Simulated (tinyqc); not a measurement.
Worked calculation (part 1 of 2): CIS and TDHF on RHF in the sto-3g basis, for H6, spin multiplicity 1. Computed by tinyqc, a small Python program that keeps every step (integrals from PySCF). Settings: charge = 0, multiplicity = 1, basis = sto-3g, method = RHF, energy threshold = 1e-10, iteration cap = 50, orthogonalisation = symmetric, start = atomic densities, DIIS depth = 6, TDHF = 1. Command: `OMP_NUM_THREADS=1 python tinyqc.py 20329 20330 out.jsonl` (the two numbers bound the seeds that draw the settings). One thread of a shared host (Intel(R) Xeon(R) Processor @ 2.60GHz), about 0.09 s of CPU time with the checks. Later iterations appear only in the table of the cycle.

## One-electron integrals

Geometry (angstrom):
```
atom,x,y,z
H,0.000000,0.000000,0.000000
H,0.000000,0.000000,0.968000
H,0.000000,0.000000,2.126000
H,0.000000,0.000000,3.093000
H,0.000000,0.000000,4.251000
H,0.000000,0.000000,5.219000
```

Basis sto-3g: exponents (1/bohr^2) and contraction coefficients of normalised primitives:
```
element,l (shell),exponent,coefficient
H,s (1),3.425251,0.154329
H,s (1),0.623914,0.535328
H,s (1),0.168855,0.444635
```

Overlap, kinetic and nuclear-attraction integrals over the contracted functions; the nuclear repulsion is the sum of Za Zb / Rab.

nuclear repulsion = 4.40411639 hartree

overlap S:
```
,1H 1s,2H 1s,3H 1s,4H 1s,5H 1s,6H 1s
1H 1s,1.000000,0.515531,0.096598,0.014977,0.000918,0.000055
2H 1s,0.515531,1.000000,0.408554,0.096763,0.009867,0.000918
3H 1s,0.096598,0.408554,1.000000,0.516132,0.096763,0.014977
4H 1s,0.014977,0.096763,0.516132,1.000000,0.408554,0.096598
5H 1s,0.000918,0.009867,0.096763,0.408554,1.000000,0.515531
6H 1s,0.000055,0.000918,0.014977,0.096598,0.515531,1.000000
```

kinetic energy T (hartree):
```
,1H 1s,2H 1s,3H 1s,4H 1s,5H 1s,6H 1s
1H 1s,0.760032,0.123615,-0.011161,-0.005863,-0.000696,-0.000063
2H 1s,0.123615,0.760032,0.062682,-0.011156,-0.004429,-0.000696
3H 1s,-0.011161,0.062682,0.760032,0.124013,-0.011156,-0.005863
4H 1s,-0.005863,-0.011156,0.124013,0.760032,0.062682,-0.011161
5H 1s,-0.000696,-0.004429,-0.011156,0.062682,0.760032,0.123615
6H 1s,-0.000063,-0.000696,-0.005863,-0.011161,0.123615,0.760032
```

nuclear attraction V (hartree):
```
,1H 1s,2H 1s,3H 1s,4H 1s,5H 1s,6H 1s
1H 1s,-2.400060,-1.241355,-0.224308,-0.034223,-0.002066,-0.000122
2H 1s,-1.241355,-2.738326,-1.033905,-0.236279,-0.022894,-0.002066
3H 1s,-0.224308,-1.033905,-2.873075,-1.386813,-0.236279,-0.034223
4H 1s,-0.034223,-0.236279,-1.386813,-2.873075,-1.033905,-0.224308
5H 1s,-0.002066,-0.022894,-0.236279,-1.033905,-2.738326,-1.241355
6H 1s,-0.000122,-0.002066,-0.034223,-0.224308,-1.241355,-2.400060
```

core Hamiltonian H = T + V (hartree):
```
,1H 1s,2H 1s,3H 1s,4H 1s,5H 1s,6H 1s
1H 1s,-1.640028,-1.117740,-0.235469,-0.040086,-0.002761,-0.000186
2H 1s,-1.117740,-1.978294,-0.971222,-0.247435,-0.027323,-0.002761
3H 1s,-0.235469,-0.971222,-2.113043,-1.262800,-0.247435,-0.040086
4H 1s,-0.040086,-0.247435,-1.262800,-2.113043,-0.971222,-0.235469
5H 1s,-0.002761,-0.027323,-0.247435,-0.971222,-1.978294,-1.117740
6H 1s,-0.000186,-0.002761,-0.040086,-0.235469,-1.117740,-1.640028
```

## Two-electron integrals

Functions are numbered as in S; the eight-fold symmetry (ij|kl) = (ji|kl) = (kl|ij) leaves the list below.

Two-electron integrals (ij|kl) in chemists' order, unique and non-zero (hartree):
```
i,j,k,l,(ij|kl)
1,1,1,1,0.774606
2,1,1,1,0.324347
2,1,2,1,0.171591
2,2,1,1,0.488589
2,2,2,1,0.324347
2,2,2,2,0.774606
3,1,1,1,0.043795
3,1,2,1,0.025832
3,1,2,2,0.056242
3,1,3,1,0.004719
3,2,1,1,0.139410
3,2,2,1,0.094862
3,2,2,2,0.242460
3,2,3,1,0.020609
3,2,3,2,0.102741
3,3,1,1,0.248385
3,3,2,1,0.165843
3,3,2,2,0.429675
3,3,3,1,0.043795
3,3,3,2,0.242460
3,3,3,3,0.774606
4,1,1,1,0.005228
4,1,2,1,0.003282
4,1,2,2,0.007629
4,1,3,1,0.000669
4,1,3,2,0.003152
4,1,3,3,0.007628
4,1,4,1,0.000103
4,2,1,1,0.026183
4,2,2,1,0.017415
4,2,2,2,0.043880
4,2,3,1,0.004026
4,2,3,2,0.020648
4,2,3,3,0.056343
4,2,4,1,0.000670
4,2,4,2,0.004735
4,3,1,1,0.105328
4,3,2,1,0.067298
4,3,2,2,0.166079
4,3,3,1,0.017406
4,3,3,2,0.095000
4,3,3,3,0.324825
4,3,4,1,0.003286
4,3,4,2,0.025910
4,3,4,3,0.172034
4,4,1,1,0.171082
4,4,2,1,0.105227
4,4,2,2,0.248500
4,4,3,1,0.026145
4,4,3,2,0.139491
4,4,3,3,0.488922
4,4,4,1,0.005228
4,4,4,2,0.043880
4,4,4,3,0.324825
4,4,4,4,0.774606
5,1,1,1,0.000233
5,1,2,1,0.000151
5,1,2,2,0.000370
5,1,3,1,0.000035
5,1,3,2,0.000179
5,1,3,3,0.000500
5,1,4,1,0.000006
5,1,4,2,0.000042
5,1,4,3,0.000234
5,1,4,4,0.000401
5,1,5,1,3.82e-07
5,2,1,1,0.002068
5,2,2,1,0.001327
5,2,2,2,0.003264
5,2,3,1,0.000322
5,2,3,2,0.001688
5,2,3,3,0.005094
5,2,4,1,0.000058
5,2,4,2,0.000433
5,2,4,3,0.002646
5,2,4,4,0.005094
5,2,5,1,3.96e-06
5,2,5,2,0.000044
5,3,1,1,0.016365
5,3,2,1,0.010085
5,3,2,2,0.023880
5,3,3,1,0.002487
5,3,3,2,0.013140
5,3,3,3,0.043880
5,3,4,1,0.000474
5,3,4,2,0.003783
5,3,4,3,0.025910
5,3,4,4,0.056343
5,3,5,1,0.000035
5,3,5,2,0.000433
5,3,5,3,0.004735
5,4,1,1,0.059166
5,4,2,1,0.035353
5,4,2,2,0.080653
5,4,3,1,0.008314
5,4,3,2,0.042552
5,4,3,3,0.139491
5,4,4,1,0.001604
5,4,4,2,0.013140
5,4,4,3,0.095000
5,4,4,4,0.242460
5,4,5,1,0.000125
5,4,5,2,0.001688
5,4,5,3,0.020648
5,4,5,4,0.102741
5,5,1,1,0.124483
5,5,2,1,0.072656
5,5,2,2,0.161185
5,5,3,1,0.016341
5,5,3,2,0.080653
5,5,3,3,0.248500
5,5,4,1,0.003026
5,5,4,2,0.023880
5,5,4,3,0.166079
5,5,4,4,0.429675
5,5,5,1,0.000233
5,5,5,2,0.003264
5,5,5,3,0.043880
5,5,5,4,0.242460
5,5,5,5,0.774606
6,1,1,1,0.000011
6,1,2,1,0.000007
6,1,2,2,0.000017
6,1,3,1,1.73e-06
6,1,3,2,0.000009
6,1,3,3,0.000028
6,1,4,1,3.14e-07
6,1,4,2,2.38e-06
6,1,4,3,0.000015
6,1,4,4,0.000028
6,1,5,1,2.19e-08
6,1,5,2,2.45e-07
6,1,5,3,2.38e-06
6,1,5,4,0.000009
6,1,5,5,0.000017
6,2,1,1,0.000159
6,2,2,1,0.000098
6,2,2,2,0.000233
6,2,3,1,0.000024
6,2,3,2,0.000125
6,2,3,3,0.000401
6,2,4,1,4.48e-06
6,2,4,2,0.000035
6,2,4,3,0.000234
6,2,4,4,0.000500
6,2,5,1,3.28e-07
6,2,5,2,3.96e-06
6,2,5,3,0.000042
6,2,5,4,0.000179
6,2,5,5,0.000370
6,2,6,1,2.19e-08
6,2,6,2,3.82e-07
6,3,1,1,0.002195
6,3,2,1,0.001318
6,3,2,2,0.003026
6,3,3,1,0.000312
6,3,3,2,0.001604
6,3,3,3,0.005228
6,3,4,1,0.000059
6,3,4,2,0.000474
6,3,4,3,0.003286
6,3,4,4,0.007628
6,3,5,1,4.48e-06
6,3,5,2,0.000058
6,3,5,3,0.000670
6,3,5,4,0.003152
6,3,5,5,0.007629
6,3,6,1,3.14e-07
6,3,6,2,0.000006
6,3,6,3,0.000103
6,4,1,1,0.012436
6,4,2,1,0.007306
6,4,2,2,0.016341
6,4,3,1,0.001665
6,4,3,2,0.008314
6,4,3,3,0.026145
6,4,4,1,0.000312
6,4,4,2,0.002487
6,4,4,3,0.017406
6,4,4,4,0.043795
6,4,5,1,0.000024
6,4,5,2,0.000322
6,4,5,3,0.004026
6,4,5,4,0.020609
6,4,5,5,0.056242
6,4,6,1,1.73e-06
6,4,6,2,0.000035
6,4,6,3,0.000669
6,4,6,4,0.004719
6,5,1,1,0.057733
6,5,2,1,0.033254
6,5,2,2,0.072656
6,5,3,1,0.007306
6,5,3,2,0.035353
6,5,3,3,0.105227
6,5,4,1,0.001318
6,5,4,2,0.010085
6,5,4,3,0.067298
6,5,4,4,0.165843
6,5,5,1,0.000098
6,5,5,2,0.001327
6,5,5,3,0.017415
6,5,5,4,0.094862
6,5,5,5,0.324347
6,5,6,1,0.000007
6,5,6,2,0.000151
6,5,6,3,0.003282
6,5,6,4,0.025832
6,5,6,5,0.171591
6,6,1,1,0.101394
6,6,2,1,0.057733
6,6,2,2,0.124483
6,6,3,1,0.012436
6,6,3,2,0.059166
6,6,3,3,0.171082
6,6,4,1,0.002195
6,6,4,2,0.016365
6,6,4,3,0.105328
6,6,4,4,0.248385
6,6,5,1,0.000159
6,6,5,2,0.002068
6,6,5,3,0.026183
6,6,5,4,0.139410
6,6,5,5,0.488589
6,6,6,1,0.000011
6,6,6,2,0.000233
6,6,6,3,0.005228
6,6,6,4,0.043795
6,6,6,5,0.324347
6,6,6,6,0.774606
```

## Orthogonalisation

S = U s U^T; symmetric (Loewdin) form X = U s^(-1/2) U^T, so that X^T S X = 1.

eigenvalues of S: 0.284005  0.407018  0.608553  1.136570  1.581389  1.982466

X:
```
,1H 1s,2H 1s,3H 1s,4H 1s,5H 1s,6H 1s
1H 1s,1.130809,-0.335256,0.053818,-0.010885,0.001640,-0.000355
2H 1s,-0.335256,1.223126,-0.284623,0.057371,-0.007906,0.001640
3H 1s,0.053818,-0.284623,1.230676,-0.360677,0.057371,-0.010885
4H 1s,-0.010885,0.057371,-0.360677,1.230676,-0.284623,0.053818
5H 1s,0.001640,-0.007906,0.057371,-0.284623,1.223126,-0.335256
6H 1s,-0.000355,0.001640,-0.010885,0.053818,-0.335256,1.130809
```

## Starting guess

The start is atomic minimal-basis densities projected into this basis (PySCF's MINAO start) and scaled to the electron count of each spin; this density is not idempotent, so its energy is not variational and may lie below the converged one.

D at the start:
```
,1H 1s,2H 1s,3H 1s,4H 1s,5H 1s,6H 1s
1H 1s,0.954078,0.096073,0.021242,0.007908,0.001396,0.000414
2H 1s,0.096073,0.901521,0.098270,0.016333,0.010577,0.001396
3H 1s,0.021242,0.098270,0.906476,0.098739,0.016333,0.007908
4H 1s,0.007908,0.016333,0.098739,0.906476,0.098270,0.021242
5H 1s,0.001396,0.010577,0.016333,0.098270,0.901521,0.096073
6H 1s,0.000414,0.001396,0.007908,0.021242,0.096073,0.954078
```

## Iteration 1: building the Fock matrix

J_ij = sum D_kl (ij|kl), K_ij = sum D_kl (ik|jl); F = H + J - 0.5 K; E = tr D H + tr D J / 2 - 0.25 tr D K + E_nn.

Coulomb J (hartree):
```
,1H 1s,2H 1s,3H 1s,4H 1s,5H 1s,6H 1s
1H 1s,1.905891,1.048809,0.198477,0.030892,0.001894,0.000113
2H 1s,1.048809,2.221422,0.901759,0.210155,0.020819,0.001894
3H 1s,0.198477,0.901759,2.354808,1.189832,0.210155,0.030892
4H 1s,0.030892,0.210155,1.189832,2.354808,0.901759,0.198477
5H 1s,0.001894,0.020819,0.210155,0.901759,2.221422,1.048809
6H 1s,0.000113,0.001894,0.030892,0.198477,1.048809,1.905891
```

exchange K (hartree):
```
,1H 1s,2H 1s,3H 1s,4H 1s,5H 1s,6H 1s
1H 1s,0.967686,0.704326,0.214305,0.060233,0.010529,0.002314
2H 1s,0.704326,1.079508,0.577509,0.217337,0.045487,0.010529
3H 1s,0.214305,0.577509,1.087762,0.731231,0.217337,0.060233
4H 1s,0.060233,0.217337,0.731231,1.087762,0.577509,0.214305
5H 1s,0.010529,0.045487,0.217337,0.577509,1.079508,0.704326
6H 1s,0.002314,0.010529,0.060233,0.214305,0.704326,0.967686
```

Fock matrix F (hartree):
```
,1H 1s,2H 1s,3H 1s,4H 1s,5H 1s,6H 1s
1H 1s,-0.217981,-0.421094,-0.144145,-0.039310,-0.006131,-0.001231
2H 1s,-0.421094,-0.296626,-0.358218,-0.145949,-0.029247,-0.006131
3H 1s,-0.144145,-0.358218,-0.302116,-0.438583,-0.145949,-0.039310
4H 1s,-0.039310,-0.145949,-0.438583,-0.302116,-0.358218,-0.144145
5H 1s,-0.006131,-0.029247,-0.145949,-0.358218,-0.296626,-0.421094
6H 1s,-0.001231,-0.006131,-0.039310,-0.144145,-0.421094,-0.217981
```

total energy of this density = -2.36455805 hartree

This density is the starting one; it is not idempotent, so its energy is not variational and may lie below the converged one.

## Iteration 1: diagonalisation and new density

Diagonalise F' = X^T F X, C = X C', fill 3 alpha and 3 beta electrons from the bottom; D = 2 C_occ C_occ^T. Each column has its largest component positive (the first on a tie).

F' = X^T F X (hartree):
```
,1,2,3,4,5,6
1,0.002087,-0.430097,0.044826,-0.021479,0.002889,-0.000978
2,-0.430097,0.069051,-0.369554,0.050426,-0.015883,0.002889
3,0.044826,-0.369554,0.078678,-0.462556,0.050426,-0.021479
4,-0.021479,0.050426,-0.462556,0.078678,-0.369554,0.044826
5,0.002889,-0.015883,0.050426,-0.369554,0.069051,-0.430097
6,-0.000978,0.002889,-0.021479,0.044826,-0.430097,0.002087
```

orbital energies (hartree): MO1 -0.623657, MO2 -0.454348, MO3 -0.232312, MO4 0.193105, MO5 0.526368, MO6 0.890476

coefficients C:
```
,MO1,MO2,MO3,MO4,MO5,MO6
1H 1s,0.179276,0.355161,0.457810,0.617060,-0.673650,0.437843
2H 1s,0.290973,0.410133,0.234362,-0.361080,0.824779,-0.757867
3H 1s,0.368150,0.148804,-0.418980,-0.557085,-0.306780,0.997140
4H 1s,0.368150,-0.148804,-0.418980,0.557085,-0.306780,-0.997140
5H 1s,0.290973,-0.410133,0.234362,0.361080,0.824779,0.757867
6H 1s,0.179276,-0.355161,0.457810,-0.617060,-0.673650,-0.437843
```

D after iteration 1:
```
,1H 1s,2H 1s,3H 1s,4H 1s,5H 1s,6H 1s
1H 1s,0.735739,0.610242,-0.145927,-0.357324,0.027589,0.231182
2H 1s,0.610242,0.615599,0.139916,-0.104201,-0.057236,0.027589
3H 1s,-0.145927,0.139916,0.666442,0.577872,-0.104201,-0.357324
4H 1s,-0.357324,-0.104201,0.577872,0.666442,0.139916,-0.145927
5H 1s,0.027589,-0.057236,-0.104201,0.139916,0.615599,0.610242
6H 1s,0.231182,0.027589,-0.357324,-0.145927,0.610242,0.735739
```

## Iteration 8 (converged): orbitals

converged F (hartree):
```
,1H 1s,2H 1s,3H 1s,4H 1s,5H 1s,6H 1s
1H 1s,-0.260129,-0.491932,-0.127443,-0.005834,0.001533,-0.005557
2H 1s,-0.491932,-0.328219,-0.332087,-0.126625,-0.015465,0.001533
3H 1s,-0.127443,-0.332087,-0.333140,-0.496747,-0.126625,-0.005834
4H 1s,-0.005834,-0.126625,-0.496747,-0.333140,-0.332087,-0.127443
5H 1s,0.001533,-0.015465,-0.126625,-0.332087,-0.328219,-0.491932
6H 1s,-0.005557,0.001533,-0.005834,-0.127443,-0.491932,-0.260129
```

As before.

F' = X^T F X (hartree):
```
,1,2,3,4,5,6
1,-0.001247,-0.506798,0.064234,0.005116,0.003601,-0.007963
2,-0.506798,0.060691,-0.337635,0.068989,-0.009879,0.003601
3,0.064234,-0.337635,0.065862,-0.531245,0.068989,0.005116
4,0.005116,0.068989,-0.531245,0.065862,-0.337635,0.064234
5,0.003601,-0.009879,0.068989,-0.337635,0.060691,-0.506798
6,-0.007963,0.003601,0.005116,0.064234,-0.506798,-0.001247
```

orbital energies (hartree): MO1 -0.634579, MO2 -0.527103, MO3 -0.371419, MO4 0.268619, MO5 0.582218, MO6 0.932876

coefficients C:
```
,MO1,MO2,MO3,MO4,MO5,MO6
1H 1s,0.185602,0.367724,-0.421636,0.597381,-0.695205,0.454449
2H 1s,0.276419,0.412219,-0.282153,-0.363595,0.814760,-0.755529
3H 1s,0.376302,0.109509,0.431810,-0.577234,-0.277723,0.990749
4H 1s,0.376302,-0.109509,0.431810,0.577234,-0.277723,-0.990749
5H 1s,0.276419,-0.412219,-0.282153,0.363595,0.814760,0.755529
6H 1s,0.185602,-0.367724,-0.421636,-0.597381,-0.695205,-0.454449
```

D after iteration 8:
```
,1H 1s,2H 1s,3H 1s,4H 1s,5H 1s,6H 1s
1H 1s,0.694892,0.643706,-0.143911,-0.304986,0.037374,0.154010
2H 1s,0.643706,0.651885,0.054644,-0.125923,-0.027814,0.037374
3H 1s,-0.143911,0.054644,0.680110,0.632141,-0.125923,-0.304986
4H 1s,-0.304986,-0.125923,0.632141,0.680110,0.054644,-0.143911
5H 1s,0.037374,-0.027814,-0.125923,0.054644,0.651885,0.643706
6H 1s,0.154010,0.037374,-0.304986,-0.143911,0.643706,0.694892
```

## Convergence

Stop when the energy changes by less than 1e-10 hartree and every element of the error matrix X^T (F D S - S D F) X is below 3e-06.

Course of the cycle:
```
iteration,E (hartree),change,largest element of the error matrix
1,-2.36455805,-,3.74e-02
2,-3.17709869,-8.13e-01,4.30e-02
3,-3.17834994,-1.25e-03,3.91e-02
4,-3.18341102,-5.06e-03,9.10e-03
5,-3.18368247,-2.71e-04,8.84e-04
6,-3.18368514,-2.67e-06,7.92e-05
7,-3.18368516,-2.02e-08,1.16e-06
8,-3.18368516,-4.73e-12,7.79e-09
```

PySCF RHF in the same basis = -3.18368516 hartree

Converged in 8 iterations.

## Populations, bond orders and dipole

Mulliken: Z minus the diagonal of D S on the atom; Loewdin: the same with S^(1/2) D S^(1/2); Mayer order: 2 sum_s sum (D(s) S)_ij (D(s) S)_ji over the two atoms.

Charges (e):
```
atom,Mulliken,Loewdin
1H,-0.008316,-0.018481
2H,0.006365,0.016234
3H,0.001951,0.002247
4H,0.001951,0.002247
5H,0.006365,0.016234
6H,-0.008316,-0.018481
```

Mayer bond orders:
```
pair,order
2-1,0.898736
3-1,-0.001413
3-2,0.100485
4-1,0.082543
4-2,-0.001354
4-3,0.819735
5-1,-0.000182
5-2,0.002274
5-3,-0.001354
5-4,0.100485
6-1,0.020246
6-2,-0.000182
6-3,0.082543
6-4,-0.001413
6-5,0.898736
```

dipole moment about the origin, x y z (debye): 0.000000  0.000000  0.000000

## Integrals over molecular orbitals

(pq|rs) = sum C_ip C_jq C_kr C_ls (ij|kl), one index at a time.

one-electron integrals over orbitals h = C^T H C (hartree):
```
,1,2,3,4,5,6
1,-2.189520,0.000000,-0.137849,0.000000,-0.070328,0.000000
2,0.000000,-1.965120,0.000000,0.180351,0.000000,0.051220
3,-0.137849,0.000000,-1.900060,0.000000,0.152939,0.000000
4,0.000000,0.180351,0.000000,-1.622266,0.000000,0.146557
5,-0.070328,0.000000,0.152939,0.000000,-1.340084,0.000000
6,0.000000,0.051220,0.000000,0.146557,0.000000,-1.227265
```

Two-electron integrals over orbitals (pq|rs), unique and non-zero (hartree):
```
p,q,r,s,(pq|rs)
1,1,1,1,0.410810
2,1,2,1,0.127982
2,2,1,1,0.326068
2,2,2,2,0.374146
3,1,1,1,0.079639
3,1,2,2,-0.044380
3,1,3,1,0.116615
3,2,2,1,-0.113439
3,2,3,2,0.134607
3,3,1,1,0.368296
3,3,2,2,0.337162
3,3,3,1,0.033530
3,3,3,3,0.368949
4,1,2,1,-0.042892
4,1,3,2,-0.009406
4,1,4,1,0.081680
4,2,1,1,-0.065922
4,2,2,2,-0.001812
4,2,3,1,-0.054941
4,2,3,3,-0.009805
4,2,4,2,0.078246
4,3,2,1,-0.070652
4,3,3,2,0.069977
4,3,4,1,0.013479
4,3,4,3,0.088336
4,4,1,1,0.370279
4,4,2,2,0.338549
4,4,3,1,0.031940
4,4,3,3,0.360746
4,4,4,2,-0.019417
4,4,4,4,0.374700
5,1,1,1,0.007302
5,1,2,2,0.031377
5,1,3,1,-0.027566
5,1,3,3,-0.013351
5,1,4,2,-0.035185
5,1,4,4,-0.004284
5,1,5,1,0.051210
5,2,2,1,0.031317
5,2,3,2,0.002898
5,2,4,1,-0.055054
5,2,4,3,0.038398
5,2,5,2,0.088598
5,3,1,1,-0.071788
5,3,2,2,-0.005993
5,3,3,1,-0.058292
5,3,3,3,-0.022047
5,3,4,2,0.073912
5,3,4,4,-0.018022
5,3,5,1,-0.029433
5,3,5,3,0.079227
5,4,2,1,-0.114937
5,4,3,2,0.128689
5,4,4,1,-0.000524
5,4,4,3,0.071428
5,4,5,2,0.000288
5,4,5,4,0.137870
5,5,1,1,0.341516
5,5,2,2,0.379512
5,5,3,1,-0.034547
5,5,3,3,0.349641
5,5,4,2,-0.006895
5,5,4,4,0.357564
5,5,5,1,0.030945
5,5,5,3,-0.009670
5,5,5,5,0.403433
6,1,2,1,0.001600
6,1,3,2,0.019014
6,1,4,1,-0.029819
6,1,4,3,-0.047699
6,1,5,2,-0.032832
6,1,5,4,0.016397
6,1,6,1,0.068585
6,2,1,1,-0.011076
6,2,2,2,-0.034342
6,2,3,1,0.025458
6,2,3,3,0.004364
6,2,4,2,0.031458
6,2,4,4,0.006361
6,2,5,1,-0.047002
6,2,5,3,0.033404
6,2,5,5,-0.033843
6,2,6,2,0.049126
6,3,2,1,0.045044
6,3,3,2,0.001854
6,3,4,1,-0.077388
6,3,4,3,-0.015462
6,3,5,2,0.055029
6,3,5,4,0.002467
6,3,6,1,0.029001
6,3,6,3,0.082366
6,4,1,1,-0.082009
6,4,2,2,0.037287
6,4,3,1,-0.112155
6,4,3,3,-0.035468
6,4,4,2,0.057058
6,4,4,4,-0.036206
6,4,5,1,0.024703
6,4,5,3,0.059534
6,4,5,5,0.037601
6,4,6,2,-0.024820
6,4,6,4,0.121116
6,5,2,1,-0.131086
6,5,3,2,0.118096
6,5,4,1,0.044050
6,5,4,3,0.075071
6,5,5,2,-0.032647
6,5,5,4,0.123881
6,5,6,1,-0.002448
6,5,6,3,-0.049722
6,5,6,5,0.147344
6,6,1,1,0.437357
6,6,2,2,0.347838
6,6,3,1,0.085665
6,6,3,3,0.394914
6,6,4,2,-0.072555
6,6,4,4,0.402389
6,6,5,1,0.008514
6,6,5,3,-0.080525
6,6,5,5,0.373473
6,6,6,2,-0.013086
6,6,6,4,-0.094224
6,6,6,6,0.490318
```

## CIS matrix, singlets

A(ia,jb) = (e_a - e_i) d_ij d_ab + 2 (ia|jb) - (ij|ab).

CIS matrix A, singlet (hartree):
```
,1>4,1>5,1>6,2>4,2>5,2>6,3>4,3>5,3>6
1>4,0.696280,0.000000,0.022372,0.000000,0.004829,0.000000,-0.004982,0.000000,-0.042621
1>5,0.000000,0.977702,0.000000,0.044566,0.000000,0.037082,0.000000,-0.024318,0.000000
1>6,0.022372,0.000000,1.267268,0.000000,0.065422,0.000000,0.016757,0.000000,-0.027663
2>4,0.000000,0.044566,0.000000,0.613665,0.000000,0.025629,0.000000,0.019135,0.000000
2>5,0.004829,0.000000,0.065422,0.000000,0.907006,0.000000,-0.051894,0.000000,-0.008037
2>6,0.000000,0.037082,0.000000,0.025629,0.000000,1.210393,0.000000,-0.051288,0.000000
3>4,-0.004982,0.000000,0.016757,0.000000,-0.051894,0.000000,0.455964,0.000000,0.004543
3>5,0.000000,-0.024318,0.000000,0.019135,0.000000,-0.051288,0.000000,0.762450,0.000000
3>6,-0.042621,0.000000,-0.027663,0.000000,-0.008037,0.000000,0.004543,0.000000,1.074112
```

## CIS singlet states

dipole integrals <i|r|a> (bohr):
```
,x,y,z
1>4,0.000000,0.000000,-0.082790
1>5,0.000000,0.000000,0.000000
1>6,0.000000,0.000000,-0.221715
2>4,0.000000,0.000000,0.000000
2>5,0.000000,0.000000,0.625027
2>6,0.000000,0.000000,0.000000
3>4,0.000000,0.000000,2.141018
3>5,0.000000,0.000000,0.000000
3>6,0.000000,0.000000,0.089847
```

Diagonalise A (1 hartree = 27.211386 eV); each vector has its largest component positive (the first on a tie). The transition dipole is mu = sqrt2 sum c_ia <i|r|a>.

singlet excitation energies (eV): 12.224251  16.433419  18.802002  20.656244  24.543357  26.587937  29.233909  33.309489  34.943717

lowest vectors:
```
,state 1,state 2,state 3,state 4,state 5,state 6
1>4,0.019501,0.000000,0.993382,0.000000,0.002913,0.000000
1>5,0.000000,-0.122060,0.000000,0.059055,0.000000,0.976497
1>6,-0.030379,0.000000,-0.031351,0.000000,-0.168146,0.000000
2>4,0.000000,0.979680,0.000000,0.164143,0.000000,0.104010
2>5,0.116547,0.000000,-0.013085,0.000000,0.978175,0.000000
2>6,0.000000,-0.046801,0.000000,0.097185,0.000000,-0.179488
3>4,0.992512,0.000000,-0.018316,0.000000,-0.119938,0.000000
3>5,0.000000,-0.152114,0.000000,0.979860,0.000000,-0.058474
3>6,-0.005732,0.000000,0.108181,0.000000,0.022531,0.000000
```

oscillator strengths 2/3 w |mu|^2: 2.905480  0.000000  0.011757  0.000000  0.186366  0.000000
